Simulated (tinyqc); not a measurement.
Inside a calculation. Model: three-phonon processes in a diatomic chain: dispersion, energy and momentum conservation, and decay channels of optical phonons. Computed by tinyqc, a small Python program that keeps every step. Command: `OMP_NUM_THREADS=1 python tinyqc.py 3121063 3121064 out.jsonl threeph walk`. One thread of a shared host (Intel(R) Xeon(R) Processor @ 2.30GHz), about 0.04 s of CPU time with the checks. Intermediate numbers are printed to about 5 digits and carried at full precision; extremes and crossings named in words are read from the listed rows.

Cell length a, two atoms, one spring constant. x = q a/pi runs from -1 to 1; A and O are the acoustic and optical branches. Matrix elements are not computed: only conservation laws and occupation factors are followed.

Inputs (values chosen for the exercise, for a model chain): light mass m = 31 u; heavy mass M = 205 u; spring constant k = 6.6 eV/angstrom^2; temperature T = 500 K; wave number of the decaying phonon q a/pi = 0.21.

Constants: nu for 1 eV/(angstrom^2 u) = 15.6333042 THz; h x 1 THz = 4.135667696 meV; k_B = 8.617333262e-05 eV/K.

## Band edges

omega^2 = k (1/m + 1/M) -/+ k sqrt((1/m + 1/M)^2 - 4 sin^2(pi x/2)/(m M)); nu = 15.6333042 THz x sqrt(omega^2) for eV/(angstrom^2 u). Acoustic top sqrt(2 k/M), optical bottom sqrt(2 k/m), optical top sqrt(2 k (1/m + 1/M)).

acoustic top = 3.9670 THz

optical bottom = 10.201 THz

optical top = 10.946 THz

optical top over twice the acoustic top = 1.3796

optical bottom over twice the acoustic top = 1.2858

optical width over acoustic top = 0.18759

The zone-centre optical phonon lies above twice the acoustic top (M/m > 3), so its decay into two acoustic phonons is forbidden; at M/m > 4 energy alone forbids it for every optical phonon.

## Dispersion

The formulas are those given above.

Branches:
```
x     nu_A (THz)  nu_O (THz)
0.10      0.5792      10.930
0.20      1.1489      10.885
0.35      1.9637      10.768
0.50      2.6976      10.608
0.65      3.3070      10.434
0.80      3.7417      10.286
0.90      3.9097      10.223
1.00      3.9670      10.201
```

## All channels at the given wave number

Processes for O(x): decay O -> A + A and O -> O + A with x = x' + x'' (mod 2), and absorption O + A -> O with x + x' = x'' (mod 2). Roots of the energy mismatch in x' are bracketed on 4001 points from -1 to 1 and refined. A process is umklapp (U) if the sum of wave numbers leaves (-1, 1]. Weight = occupation factor/|d mismatch/dx'|, the factor being 1 + n' + n'' for decay and n' - n'' for absorption. Pairs that differ only by exchanging two acoustic products count once, and the trivial root x' = 0 is left out.

nu_O(x) = 10.879 THz

Channels:
```
process  x'  x''  nu' (THz)  nu'' (THz)  type  weight (1/THz)
none      -    -          -           -     -               -
```

No three-phonon channel is open for this phonon in the chain; four-phonon processes, or other branches in three dimensions, would set its lifetime.

## Phase space against the mass ratio

Total weight summed over channels and averaged over x = 0.05, 0.15, ..., 0.95, with m and k fixed; share of those x with an open channel.

Optical phonons:
```
M/m  weight, A + A (1/THz)  weight, with O (1/THz)  share open
1.1                0.42855                       0         1.0
1.5                0.93157                       0         1.0
2.0                0.54074                       0         0.8
2.5                0.30716                       0         0.5
2.9                0.23726                       0         0.2
3.3                0.00000                       0         0.0
3.7                0.00000                       0         0.0
4.2                0.00000                       0         0.0
6.0                0.00000                       0         0.0
```

The A + A channel closes between M/m = 2.9 and 3.3 on this grid: energy conservation alone would allow it up to M/m = 4, where the optical bottom passes twice the acoustic top, but momentum must be conserved too. No channel with a second optical phonon opens at any ratio. A large gap that shuts such channels is one reason why crystals with very unequal masses can conduct heat well.

Checks made by the program: band edges against the dispersion (relative difference below 1e-10).
